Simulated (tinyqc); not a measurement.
# Threshold of a short bulk MOSFET: charge sharing, barrier lowering, narrow width, step by step

Computed by the program tinyqc: `OMP_NUM_THREADS=1 python tinyqc.py 2002020 2002021 out.jsonl`, one thread of a shared Intel Xeon 2.30GHz, about 0.01 s for the whole run. Printed values are rounded.

n-channel device on a p-type body, depletion approximation, full ionisation. Uniform doping N = Na. Vbi from Boltzmann statistics is rough for the degenerate source. Cox = eps0 eox/tox.

Values chosen for this exercise; band and dielectric values close to those of silicon: temperature T = 300 K; band gap Eg = 1.12 eV; relative permittivity eps_r = 11.5; conduction-band density of states at T Nc = 2.85e19 cm^-3; valence-band density of states at T Nv = 2.61e19 cm^-3; relative permittivity of the gate insulator (close to silicon dioxide) eox = 3.9; insulator thickness tox = 1.4 nm; channel doping Na = 5.5e16 cm^-3; source and drain doping Nsd = 1e20 cm^-3; flat-band voltage for the doping Na Vfb = -0.9 V; junction depth xj = 100 nm; body-source voltage Vbs = 0 V; drain-source voltage Vds = 1.2 V; gate width W = 540 nm; shape factor of the fringing depletion at the width edges xw = 1.5708; channel length L = 300 nm.

Constants: q = 1.602176634e-19 C, kB = 1.380649e-23 J/K, Vt = kB T/q, eps0 = 8.8541878128e-14 F/cm where lengths are in cm. Results are converted to the units shown.

## Long-channel threshold and scales

ni = sqrt(Nc Nv) exp(-Eg/(2 Vt)), Eg in volts; 2 pB = 2 Vt ln(N/ni); flat band Vfb - Vt ln(N/Na); Wd = sqrt(2 eps0 eps_r (2 pB - Vbs)/(q N)); body term q N Wd/Cox; long-channel VT0 = flat band + 2 pB + body term; Vbi = Vt ln(N Nsd/ni^2); scale length l = sqrt((eps_r/eox) tox Wd).

N = 5.5e16 cm^-3
2 pB = 0.799107 V
flat band = -0.9 V
Wd = 135.895 nm
body term = 0.0485503 V
VT0 = -0.0523424 V
Vbi = 0.993142 V
l = 23.6855 nm

## Short-channel and narrow-width shifts

Charge sharing (trapezoid; it ignores Vds): F = (xj/L)(sqrt(1 + 2 Wd/xj) - 1), lowering = body term times F. Barrier lowering: th = exp(-L/(2 l)) + 2 exp(-L/l), lowering = th [2 (Vbi - 2 pB) + Vds], DIBL = th. Narrow width: rise = body term times xw Wd/W. VT by each model = VT0 - lowering + rise.

F = 0.309396
lowering by charge sharing = 15.0213 mV
th = 0.00178304
lowering of the barrier = 2.83158 mV
DIBL = 1.78304 mV/V
narrow-width rise = 19.1921 mV
VT, charge sharing = -0.0481715 V
VT, barrier lowering = -0.0359818 V

L is 12.7 scale lengths. The charge-sharing lowering is 5.30 times the barrier lowering; the first falls off as 1/L and the second exponentially. Both describe the same loss of gate control, so they are alternatives and are not added.
